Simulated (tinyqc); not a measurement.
# Trap density from the barrier height

Inverse problem. In a partly depleted grain with all boundary traps filled, 2 N W = Qt and VB = q N W^2/(2 eps0 eps_r). Find Qt, W and the doping at which VB would equal Vt.

Inputs (values chosen for the exercise):
- T = 300 K (temperature)
- eps_r = 11.7 (relative permittivity)

Constants: q = 1.602176634e-19 C, kB = 1.380649e-23 J/K, Vt = kB T/q, eps0 = 8.8541878128e-14 F/cm where lengths are in cm. Results are converted to the units shown.

doping = 4.3e17 cm^-3
barrier height = 0.11509523 V

Answer. Eliminating W gives VB = q Qt^2/(8 eps0 eps_r N), which falls as 1/N.

Qt = 1.60e12 cm^-2
W = 18.6 nm
doping for VB = Vt = 1.91e18 cm^-3

Computed by the program tinyqc: `OMP_NUM_THREADS=1 python tinyqc.py 2830054 2830055 out.jsonl`, one thread of a shared Intel Xeon 2.30GHz, about 0.01 s for the whole run.
